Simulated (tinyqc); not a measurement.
Pariser-Parr-Pople SCF with singles CI, for the molecule C=CC=CC=CC=C (SMILES; centres numbered as the heavy atoms are written), step by step. Computed by tinyqc, a small Python program that keeps every step. Settings: charge = 0, gamma = MN, start = huckel, damping = 0.5, iteration cap = 50, excitations kept = 9. Command: `OMP_NUM_THREADS=1 python tinyqc.py 30612 30613 out.jsonl` (the two numbers bound the seeds that draw the settings). One thread of a shared host (Intel(R) Xeon(R) Processor @ 2.60GHz), about 0.01 s of CPU time with the checks. Later iterations appear only in the table of the cycle.

## PPP integrals

Centres (angstrom, eV; a flat drawing with bonds scaled to 1.40 angstrom):
```
centre        x        y  core charge z        W  gamma_rr
1C      -4.2520  -0.2310              1  11.1600   11.1300
2C      -3.0200   0.4340              1  11.1600   11.1300
3C      -1.8280  -0.2990              1  11.1600   11.1300
4C      -0.5960   0.3670              1  11.1600   11.1300
5C       0.5960  -0.3670              1  11.1600   11.1300
6C       1.8280   0.2990              1  11.1600   11.1300
7C       3.0200  -0.4340              1  11.1600   11.1300
8C       4.2520   0.2310              1  11.1600   11.1300
```

Resonance integrals (eV):
```
i  j     beta
1  2  -2.3900
2  3  -2.3900
3  4  -2.3900
4  5  -2.3900
5  6  -2.3900
6  7  -2.3900
7  8  -2.3900
```

Mataga-Nishimoto: gamma = 14.399645/(R + a), a = 2 x 14.399645/(gamma_rr + gamma_ss); H_rr = -W_r - sum_(s != r) z_s gamma_rs; H_rs = beta for bonds.

repulsion gamma_rs (eV), lower triangle:
```
         1C       2C       3C       4C       5C       6C       7C       8C
1C  11.1300
2C   5.3455  11.1300
3C   3.8722   5.3468  11.1300
4C   2.8809   3.8722   5.3446  11.1300
5C   2.3438   2.8814   3.8722   5.3458  11.1300
6C   1.9467   2.3438   2.8809   3.8722   5.3446  11.1300
7C   1.6805   1.9470   2.3438   2.8814   3.8722   5.3468  11.1300
8C   1.4678   1.6805   1.9467   2.3438   2.8809   3.8722   5.3455  11.1300
```

core matrix H (eV), lower triangle:
```
          1C        2C        3C        4C        5C        6C        7C        8C
1C  -30.6975
2C   -2.3900  -34.5773
3C    0.0000   -2.3900  -36.7673
4C    0.0000    0.0000   -2.3900  -37.7009
5C    0.0000    0.0000    0.0000   -2.3900  -37.7009
6C    0.0000    0.0000    0.0000    0.0000   -2.3900  -36.7673
7C    0.0000    0.0000    0.0000    0.0000    0.0000   -2.3900  -34.5773
8C    0.0000    0.0000    0.0000    0.0000    0.0000    0.0000   -2.3900  -30.6975
```

## Starting guess

pi electrons, sum of z_r less the charge = 8

Orbitals of the Hueckel matrix of the beta values.

P at the start, lower triangle:
```
         1C       2C       3C       4C       5C      6C      7C      8C
1C   1.0000
2C   0.8621   1.0000
3C   0.0000   0.4948   1.0000
4C  -0.3673   0.0000   0.7581   1.0000
5C   0.0000  -0.1040   0.0000   0.5288   1.0000
6C   0.2633   0.0000  -0.3333   0.0000   0.7581  1.0000
7C   0.0000   0.0339   0.0000  -0.1040   0.0000  0.4948  1.0000
8C  -0.2294   0.0000   0.2633   0.0000  -0.3673  0.0000  0.8621  1.0000
```

## Iteration 1: Fock matrix

F_rr = H_rr + P_rr gamma_rr / 2 + sum_(s != r) P_ss gamma_rs; F_rs = H_rs - P_rs gamma_rs / 2; E = tr P (H + F) / 2 + core repulsion sum_(r<s) z_r z_s gamma_rs.

F (eV), lower triangle:
```
         1C       2C       3C       4C       5C       6C       7C       8C
1C  -5.5950
2C  -4.6941  -5.5950
3C   0.0000  -3.7129  -5.5950
4C   0.5290   0.0000  -4.4159  -5.5950
5C   0.0000   0.1498   0.0000  -3.8033  -5.5950
6C  -0.2563   0.0000   0.4801   0.0000  -4.4159  -5.5950
7C   0.0000  -0.0330   0.0000   0.1498   0.0000  -3.7129  -5.5950
8C   0.1683   0.0000  -0.2563   0.0000   0.5290   0.0000  -4.6941  -5.5950
```

pi energy = -99.6222 eV

## Iteration 1: orbitals and new P

Diagonalise F (the basis is taken as orthonormal) and form P = 2 sum c c over the lowest orbitals; 0.5 of the old P is kept.

orbital energies (eV): -12.9997  -12.0119  -10.4150  -8.2148  -2.9752  -0.7750  0.8219  1.8097

P after iteration 1, lower triangle:
```
         1C       2C       3C       4C       5C      6C      7C      8C
1C   1.0000
2C   0.8753   1.0000
3C   0.0000   0.4727   1.0000
4C  -0.3618   0.0000   0.7766   1.0000
5C   0.0000  -0.0930   0.0000   0.5063   1.0000
6C   0.2470   0.0000  -0.3337   0.0000   0.7766  1.0000
7C   0.0000   0.0290   0.0000  -0.0930   0.0000  0.4727  1.0000
8C  -0.2017   0.0000   0.2470   0.0000  -0.3618  0.0000  0.8753  1.0000
```

## Iteration 2: Fock matrix

As before.

F (eV), lower triangle:
```
         1C       2C       3C       4C       5C       6C       7C       8C
1C  -5.5950
2C  -4.7296  -5.5950
3C   0.0000  -3.6538  -5.5950
4C   0.5211   0.0000  -4.4652  -5.5950
5C   0.0000   0.1340   0.0000  -3.7434  -5.5950
6C  -0.2404   0.0000   0.4807   0.0000  -4.4652  -5.5950
7C   0.0000  -0.0282   0.0000   0.1340   0.0000  -3.6538  -5.5950
8C   0.1480   0.0000  -0.2404   0.0000   0.5211   0.0000  -4.7296  -5.5950
```

pi energy = -99.6631 eV

## Iteration 2: orbitals and new P

As before.

orbital energies (eV): -12.9964  -12.0085  -10.4169  -8.2619  -2.9281  -0.7731  0.8185  1.8064

P after iteration 2, lower triangle:
```
         1C       2C       3C       4C       5C      6C      7C      8C
1C   1.0000
2C   0.8849   1.0000
3C   0.0000   0.4562   1.0000
4C  -0.3573   0.0000   0.7905   1.0000
5C   0.0000  -0.0851   0.0000   0.4891   1.0000
6C   0.2344   0.0000  -0.3330   0.0000   0.7905  1.0000
7C   0.0000   0.0256   0.0000  -0.0851   0.0000  0.4562  1.0000
8C  -0.1817   0.0000   0.2344   0.0000  -0.3573  0.0000  0.8849  1.0000
```

## Iteration 3: Fock matrix

As before.

F (eV), lower triangle:
```
         1C       2C       3C       4C       5C       6C       7C       8C
1C  -5.5950
2C  -4.7552  -5.5950
3C   0.0000  -3.6097  -5.5950
4C   0.5146   0.0000  -4.5024  -5.5950
5C   0.0000   0.1226   0.0000  -3.6972  -5.5950
6C  -0.2282   0.0000   0.4796   0.0000  -4.5024  -5.5950
7C   0.0000  -0.0249   0.0000   0.1226   0.0000  -3.6097  -5.5950
8C   0.1333   0.0000  -0.2282   0.0000   0.5146   0.0000  -4.7552  -5.5950
```

pi energy = -99.6943 eV

## Iteration 3: orbitals and new P

As before.

orbital energies (eV): -12.9938  -12.0058  -10.4184  -8.2973  -2.8927  -0.7716  0.8158  1.8038

P after iteration 3, lower triangle:
```
         1C       2C       3C       4C       5C      6C      7C      8C
1C   1.0000
2C   0.8919   1.0000
3C   0.0000   0.4439   1.0000
4C  -0.3536   0.0000   0.8009   1.0000
5C   0.0000  -0.0794   0.0000   0.4758   1.0000
6C   0.2248   0.0000  -0.3317   0.0000   0.8009  1.0000
7C   0.0000   0.0232   0.0000  -0.0794   0.0000  0.4439  1.0000
8C  -0.1673   0.0000   0.2248   0.0000  -0.3536  0.0000  0.8919  1.0000
```

## Convergence

Stop when output and input P, before any damping, agree to 1e-7.

Course of the cycle:
```
iteration      E (eV)  largest |P(out) - P(in)|
1          -99.622205                  5.54e-02
2          -99.663073                  4.00e-02
3          -99.694323                  2.89e-02
4          -99.716002                  2.09e-02
5          -99.730220                  1.54e-02
6          -99.739208                  1.17e-02
7          -99.744747                  8.82e-03
8          -99.748095                  6.65e-03
9          -99.750091                  5.01e-03
10         -99.751267                  3.77e-03
11         -99.751954                  2.83e-03
...               ...                       ...
36         -99.752885                  1.89e-06
37         -99.752885                  1.41e-06
38         -99.752885                  1.05e-06
39         -99.752885                  7.79e-07
40         -99.752885                  5.80e-07
41         -99.752885                  4.32e-07
42         -99.752885                  3.22e-07
43         -99.752885                  2.40e-07
44         -99.752885                  1.78e-07
45         -99.752885                  1.33e-07
46         -99.752885                  9.88e-08
```

Converged in 46 iterations.

## Converged orbitals

Charges are z - P_rr.

orbital energies (eV): -12.9842  -11.9963  -10.4189  -8.3985  -2.7915  -0.7711  0.8063  1.7942

coefficients:
```
       MO1      MO2      MO3      MO4      MO5      MO6      MO7      MO8
1C  0.1741   0.3269   0.4330  -0.4187  -0.4187   0.4330  -0.3269  -0.1741
2C  0.3009   0.4601   0.4047  -0.1843   0.1843  -0.4047   0.4601   0.3009
3C  0.4082   0.3908  -0.0513   0.4219   0.4219  -0.0513  -0.3908  -0.4082
4C  0.4610   0.1692  -0.3822   0.3358  -0.3358   0.3822   0.1692   0.4610
5C  0.4610  -0.1692  -0.3822  -0.3358  -0.3358  -0.3822   0.1692  -0.4610
6C  0.4082  -0.3908  -0.0513  -0.4219   0.4219   0.0513  -0.3908   0.4082
7C  0.3009  -0.4601   0.4047   0.1843   0.1843   0.4047   0.4601  -0.3009
8C  0.1741  -0.3269   0.4330   0.4187  -0.4187  -0.4330  -0.3269   0.1741
```

pi charges: 1C 0.0000, 2C 0.0000, 3C 0.0000, 4C 0.0000, 5C 0.0000, 6C 0.0000, 7C 0.0000, 8C 0.0000

## Singles CI, singlets

Over the 9 single excitations with the smallest orbital gaps: A = (e_a - e_i) delta + 2 (ia|jb) - (ij|ab), with (pq|rs) = sum c_mp c_mq gamma_mn c_nr c_ns. f = 2/3 w |mu|^2 in atomic units, mu = sqrt2 sum c_ia sum_m c_mi c_ma R_m.

singlet CI matrix (eV), lower triangle:
```
         4>5      4>6     3>5      4>7     2>5     3>6      4>8     1>5
4>5   3.5990
4>6   0.0000   5.1941
3>5   0.0000   0.4347  5.1941
4>7   0.0241   0.0000  0.0000   6.4788
2>5  -0.0241   0.0000  0.0000  -0.5410  6.4788
3>6  -0.1836   0.0000  0.0000  -0.0636  0.0636  7.2387
4>8   0.0000  -0.1038  0.0590   0.0000  0.0000  0.0000   7.1667
1>5   0.0000  -0.0590  0.1038   0.0000  0.0000  0.0000  -0.6159  7.1667
2>6   0.0000  -0.4510  0.3800   0.0000  0.0000  0.0000   0.1544  0.2312

        2>6
2>6  8.3914
```

singlet excitation energies (eV): 3.5895  4.6592  5.6270  5.9378  6.5143  6.9879  7.2801  7.7800  8.5326

oscillator strengths: 2.1434  0.0000  0.0000  0.0000  0.0000  0.1141  0.2115  0.0000  0.0000

## Singles CI, triplets

Over the 9 single excitations with the smallest orbital gaps: A = (e_a - e_i) delta - (ij|ab), with (pq|rs) = sum c_mp c_mq gamma_mn c_nr c_ns.

triplet CI matrix (eV), lower triangle:
```
         4>5      4>6      3>5      4>7     2>5     3>6      4>8     1>5
4>5   1.1600
4>6   0.0000   3.4716
3>5   0.0000  -1.2878   3.4716
4>7   0.3548   0.0000   0.0000   4.9860
2>5  -0.3548   0.0000   0.0000   0.9518  4.9860
3>6  -1.2878   0.0000   0.0000  -1.0188  1.0188  5.2363
4>8   0.0000  -0.2973  -0.1345   0.0000  0.0000  0.0000   5.6785
1>5   0.0000   0.1345   0.2973   0.0000  0.0000  0.0000   0.8723  5.6785
2>6   0.0000   0.1878   1.0188   0.0000  0.0000  0.0000  -0.7320  1.1176

        2>6
2>6  7.0174
```

triplet excitation energies (eV): 0.7848  2.0173  3.1088  4.0936  4.7644  5.9378  6.5133  6.5369  7.9291
